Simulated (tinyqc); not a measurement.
## Trap density from the capacitance step

Question. A junction with shallow donors Nd and a deep trap has C_HF = eps0 eps_r/W and C_LF = eps0 eps_r (Nd + Nt)/(Nd W + Nt xt), xt = W - lam. Find W, xt and Nt.

Inputs (values chosen for the exercise): relative permittivity eps_r = 15.8; shallow donor density Nd = 2.3e16 cm^-3.

Constants: eps0 = 8.8541878128e-14 F/cm where lengths are in cm. Results are converted to the units shown.

C_HF = 77.672313 nF/cm^2
C_LF = 118.01413 nF/cm^2
lam = 123.13770 nm

Answer. C_HF gives W. With y = C_LF/C_HF, Nt/Nd = (y - 1)/(1 - y xt/W).

W = 180 nm
xt = 57.0 nm
Nt = 2.30e16 cm^-3

Computed by the program tinyqc: `OMP_NUM_THREADS=1 python tinyqc.py 2050146 2050147 out.jsonl`, one thread of a shared Intel Xeon 2.30GHz, about 0.01 s for the whole run.
